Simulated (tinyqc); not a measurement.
Wafer bonding and layer transfer: bond energy, gap closing, particles, bonding of dissimilar wafers and hydrogen blisters: one step, computed by the program tinyqc. Command: `OMP_NUM_THREADS=1 python tinyqc.py 3015964 3015965 out.jsonl bond walk`. One thread of a shared host (Intel(R) Xeon(R) Processor @ 2.30GHz), about 0.01 s of CPU time with the checks.

gamma is the energy per area of each of the two surfaces; plates are isotropic, and both wafers have E1 and t1.

Problem. Does a shallow gap close? E' = E1/(1 - nu^2), equal wafers of thickness t1 assumed. A gap of radius R closes if h_g < h_c: h_c = R^2/sqrt((2/3) E' t1^3/gamma) for R > 2 t1 (plate bending), h_c = 3.6 sqrt(R gamma/E') for R < 2 t1 (local deformation).

Inputs (values chosen for the exercise, with wafer 1 close to silicon):

| quantity | value | unit |
|---|---|---|
| Young's modulus E1 | 141 | GPa |
| Poisson ratio nu | 0.25 | - |
| thickness t1 | 625 | micrometre |
| radius of a shallow gap R | 0.0097 | mm |
| half height of the gap h_g | 5.5 | nm |

bond energy gamma = 0.3641926 J/m^2

Give: closable height h_c; h_g/h_c.

Solution.

closable height h_c = 17.447 nm

h_g/h_c = 0.31523

The gap closes.
